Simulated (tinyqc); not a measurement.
Orbital energy against energy difference: ionisation energy by orbital energies and by energy differences in the 6-31g basis, for H6, spin multiplicity 1. Computed by the program tinyqc with PySCF. The cation is unrestricted; errors are against CCSD(T) in this basis, not against experiment.

Geometry (angstrom):
```
atom       x       y       z
H     0.0000  0.0000  0.0000
H     0.0000  0.0000  0.7540
H     0.0000  0.0000  1.7560
H     0.0000  0.0000  2.5090
H     0.0000  0.0000  3.5110
H     0.0000  0.0000  4.2650
```

CCSD(T) difference in the same basis = 11.5875 eV

IP-EOM-CCSD = 11.6104 eV

First vertical ionisation energy (eV):
```
method     -e(HOMO)  E(cation) - E  error of -e(HOMO)  error of the difference
HF          12.0270      11.222927             0.4395                  -0.3645
LDA          7.1994      11.215526            -4.3881                  -0.3719
PBE          7.2864      11.294757            -4.3011                  -0.2927
PBE0         8.6366      11.527265            -2.9509                  -0.0602
CAM-B3LYP    9.9968      11.638919            -1.5906                   0.0515
LC-wPBE     11.3235      11.732654            -0.2640                   0.1452
```

Estimate the missing row, method = B3LYP.

Computed row:
```
method  -e(HOMO)  E(cation) - E  error of -e(HOMO)  error of the difference
B3LYP     8.4724      11.598534            -3.1151                   0.0111
```

Koopmans errs by +0.44 eV and Delta-HF by -0.36 eV: relaxation, 0.80 eV, lowers the value and the missing correlation difference works against it. The PBE level is off by -4.3 eV through the wrong tail of its potential, though its energy difference is off by -0.29 eV; exact exchange deepens the level, and among the orbital energies LC-wPBE comes closest; among the differences B3LYP does.
